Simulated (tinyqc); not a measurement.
Planes of fixed kz and the Fermi arc: two-node Weyl semimetal on a cubic lattice and its slab.

H = d.s with dx = t sin kx, dy = t sin ky, dz = m (2 - cos kx - cos ky) + M(kz), M = tz (cos k0 - cos kz), k in 1/a. Nodes at (0, 0, +/-k0). Berry curvature of the lower band along z: Omega = d.(dd/dkx x dd/dky)/(2|d|^3), in the sense curl of i<u|grad u>.

Slab of N layers along x with hard walls: layer block t sin(ky) sy + (m (2 - cos ky) + M(kz)) sz, block to the next layer t sx/(2i) - m sz/2.

Values chosen for the exercise:
- t = 0.43 eV (hopping in sx and sy)
- m = 1.44 eV (mass term)
- tz = 0.92 eV (hopping along z)
- k0 = 2.03 1/a (position of the nodes)

C is the sum of Omega over a 24 x 24 mesh, k = (j + 1/2) 2 pi/24, times (2 pi/24)^2/(2 pi). Slab of 30 layers at ky = 0: lowest positive level and weight of the middle pair on the two outer layers.

Against kz:
```
kz (1/a)   M (eV)       C  slab level (eV)  surface weight
0.000     -1.3278  -1.001          0.00005           0.704
0.400     -1.2552  -1.001          0.00003           0.697
0.800     -1.0487  -1.000          0.00006           0.656
1.200     -0.7411  -0.999          0.00004           0.541
1.600     -0.3809  -1.002          0.00003           0.325
2.400      0.2706   0.000          0.28078           0.002
2.800      0.4591   0.000          0.46819           0.002
3.142      0.5122   0.000          0.52118           0.002
```

C is -1 for kz below k0 = 2.03 and 0 above, within 0.002 on this mesh. Where C = -1 the slab has a level near zero (exactly zero for a thick slab) on its faces (weight 0.70 at kz = 0): these points form the arc from -k0 to +k0, of length 4.06/a. Towards the node M goes to zero and the state spreads into the bulk; beyond it the level follows M, raised by the confinement in the slab.

Run: tinyqc, `OMP_NUM_THREADS=1 python tinyqc.py 1450392 1450393 out.jsonl`; Intel(R) Xeon(R) Processor @ 2.30GHz, one thread, shared host; about 0.1 s of CPU time with all checks.
